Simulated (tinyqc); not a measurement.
Hydrostatic strain: sp3s* tight binding with spin-orbit coupling, strained.

sp3s* tight binding, nearest neighbours only: anion (a) at 0, cation (c) at a/4 (1,1,1), orbitals s, px, py, pz, s* on each; k in units of 2 pi/a. With phases e_j = exp(i (pi/2) k.n_j) for n = (1,1,1), (1,-1,-1), (-1,1,-1), (-1,-1,1): g0 = (e1+e2+e3+e4)/4, g1 = (e1+e2-e3-e4)/4, g2 = (e1-e2+e3-e4)/4, g3 = (e1-e2-e3+e4)/4. The diagonal holds the levels Esa, Epa, Exa (s*) and Esc, Epc, Exc. Anion-cation block: <sa|sc> = Vss g0; <sa|xc> = Vsapc g1; <xa|sc> = -Vscpa g1; <xa|xc> = Vxx g0; <xa|yc> = <ya|xc> = Vxy g3, <xa|zc> = <za|xc> = Vxy g2, <ya|zc> = <za|yc> = Vxy g1; <s*a|xc> = Vxapc g1; <xa|s*c> = -Vpaxc g1; y and z take g2 and g3 in place of g1; s-s* and s*-s* vanish.

Spin-orbit coupling acts within the p shell of each atom as (D/3) L.sigma, D = Da or Dc: it puts four states at Ep + D/3 and two at Ep - 2D/3.

Strain e moves each bond vector to d = (1 + e) d0 (no internal displacement for the diagonal strains used here) and k is given in fractions of the strained reciprocal cell, so the phases stay. Two-centre values Vss_sigma = Vss/4, Vsp_sigma = sqrt3 V/4 for each s-p and s*-p pair, Vpp_sigma = (Vxx + 2 Vxy)/4, Vpp_pi = (Vxx - Vxy)/4 are scaled by (d0/d)^eta and combined with the new direction cosines; the levels on the diagonal stay.

Values chosen for the exercise (near a published set for InAs, fitted to gaps, whose masses and valley positions are rough; spin-orbit coupling, where it is added without a refit, lifts the valence top and shrinks all gaps by about a third of the splitting; the results hold for these values, not for the real material):
- Esa = -9.627 eV (s level of the anion)
- Epa = 0.901 eV (p level of the anion)
- Esc = -2.744 eV (s level of the cation)
- Epc = 3.749 eV (p level of the cation)
- Exa = 7.346 eV (s* level of the anion)
- Exc = 6.764 eV (s* level of the cation)
- Vss = -5.653 eV (s-s)
- Vxx = 1.85 eV (px-px)
- Vxy = 4.48 eV (px-py)
- Vsapc = 3.059 eV (s anion, p cation)
- Vscpa = 5.4 eV (s cation, p anion)
- Vxapc = 3.323 eV (s* anion, p cation)
- Vpaxc = 3.931 eV (p anion, s* cation)
- Da = 0.404 eV (atomic spin-orbit splitting, anion)
- Dc = 0.392 eV (the same, cation)
- eta = 2 (scaling exponent)

exx = eyy = ezz = e. Gaps as measured from the top of the valence band; the deformation potentials are (gap(0.01) - gap(-0.01))/0.06.

Gaps (eV):

| e | Gamma | Delta | L | x of the minimum |
|---|---|---|---|---|
| -0.03 | 0.7073 | 2.1800 | 1.4040 | 1.000 |
| -0.02 | 0.5695 | 2.1880 | 1.3467 | 1.000 |
| -0.01 | 0.4366 | 2.1962 | 1.2916 | 1.000 |
| 0.00 | 0.3084 | 2.2045 | 1.2385 | 1.000 |
| 0.01 | 0.1847 | 2.2128 | 1.1873 | 1.000 |
| 0.02 | 0.0654 | 2.1615 | 1.1381 | 0.500 |
| 0.03 | 0.0000 | 2.0939 | 1.0908 | 0.500 |

gap deformation potentials (eV): Gamma -4.198, Delta 0.276, L -1.737

Per unit of volume strain the gaps move by -4.20 (Gamma), +0.28 (Delta) and -1.74 eV (L). The lowest valley stays Gamma over the range. These potentials follow from the one exponent eta, which fitted models replace by one for each integral; with it the sizes are rough, the sign for Delta can be wrong (in Si, Ge and the III-V crystals measured values are small and positive), and the pressures at which valleys cross, and which valley takes over, are rough too. A gap of zero, where one is listed, marks an s level that has sunk below the valence top.

(tinyqc, `OMP_NUM_THREADS=1 python tinyqc.py 1452259 1452260 out.jsonl`, Intel(R) Xeon(R) Processor @ 2.30GHz, 1 thread, shared host, about 0.2 s.)
